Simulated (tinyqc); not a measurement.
Inside a calculation. Model: anisotropic wet etching of Si(100): plane rates, V-grooves, membranes and undercut. Computed by tinyqc, a small Python program that keeps every step. Command: `OMP_NUM_THREADS=1 python tinyqc.py 3022120 3022121 out.jsonl wetetch walk`. One thread of a shared host (Intel(R) Xeon(R) Processor @ 2.30GHz), about 0.01 s of CPU time with the checks. Intermediate numbers are printed to about 5 digits and carried at full precision; extremes and crossings named in words are read from the listed rows.

A long slot opens the mask on a (100) wafer. The floor etches at R100; (111) walls stand at theta = arctan(sqrt2) = 54.7356 degrees to the surface and recede at R111 along their normal.

Inputs (values chosen for the exercise, close to those used for tetramethylammonium hydroxide solutions):
```
quantity                                                                    value     unit
prefactor k0 of the (100) rate                                            6.7e+08   um/min
activation energy of (100), E                                               0.619       eV
ratio (100)/(111) at 80 C                                                      22        -
extra energy of (111), dE                                                     0.1       eV
ratio (100)/oxide at 80 C                                                    5000        -
extra energy of the oxide, dE_ox                                              0.2       eV
corner undercut rate over (100) rate, c                                         3        -
bath temperature T                                                             40        C
width w (mask opening along <110>, or membrane width in the design step)      380       um
misalignment of the mask                                                        1  degrees
etch time t                                                                   5.9      min
wafer thickness d                                                             380       um
membrane thickness wanted                                                      28       um
```

Constants: k_B = 8.617333262e-05 eV/K.

## Rates

R100 = k0 exp(-E/(k_B T)); a ratio given at 80 C scales as exp[(extra energy/k_B)(1/T - 1/353.15 K)]; R111 and R_ox follow by division. Temperatures in kelvin are T(C) + 273.15.

R100 = 0.073114 um/min

R111 = 0.0021842 um/min

R_ox = 6.3162e-06 um/min

anisotropy R100/R111 = 33.474

## Shape after the time t

A misaligned edge exposes ledges and adds R100 sin(misalignment) to the lateral rate (a simple estimate): u = R111/sin(theta) + R100 sin(misalignment). Top width W = w + 2 u t; floor width b = W - 2 z/tan(theta) = W - sqrt2 z. The floor lasts until b = 0, at t_V = w/(sqrt2 R100 - 2u); depth z = R100 t before t_V and W/sqrt2 after.

lateral rate u = 0.0039511 um/min

time t_V to close the V = 3979.2 min

top width W = 380.05 um

depth z = 0.43138 um

floor width b = 379.44 um

The floor remains; undercut per side is 0.0233 um, 5.40 % of the depth.

## Designing a membrane from the back side

Etch depth d - membrane, time = depth/R100; for a membrane as wide as w the opening must be w + sqrt2 depth - 2 u time; oxide mask consumed R_ox x time; a 1 K error changes the depth by the fraction E/(k_B T^2); a convex mask corner, such as that of a mesa, would retreat by c x depth.

time to reach the membrane = 4814.4 min

opening needed = 839.76 um

oxide consumed = 30.409 nm

depth error per kelvin = 25.784 um

retreat of a convex corner = 1056 um

The error per kelvin is 92 % of the membrane, so a timed etch cannot hold it and an etch stop is needed. A corner retreat larger than the depth shows why mesas need compensation structures. Caution: rates also depend on concentration, doping, additives and stirring, all held fixed here.

## Speed against selectivity over temperature

Each row etches to the depth d - membrane; undercut per side = (R111/sin(theta) + R100 sin(misalignment)) x time.

Etching to a fixed depth:
```
T (C)  R100 (um/min)  R100/R111  time (h)  undercut (um)  oxide consumed (nm)
30            0.0343     37.827    171.00         17.540                23.81
40            0.0731     33.474     80.24         19.022                30.41
50            0.1487     29.848     39.46         20.587                38.25
60            0.2898     26.798     20.25         22.231                47.45
70            0.5432     24.211     10.80         23.950                58.13
80            0.9826     22.000      5.97         25.739                70.40
90            1.7204     20.097      3.41         27.595                84.37
100           2.9231     18.447      2.01         29.513               100.13
```

From 30 to 100 C the time falls by a factor 85.2, while the oxide loss grows by 4.20 and the undercut by 1.68: the slower planes and the mask have the higher activation energies, so heat costs selectivity. Misalignment gives 6.14 um of the undercut at any T.

Checks made by the program: depth against time integration (relative difference below 1e-10).
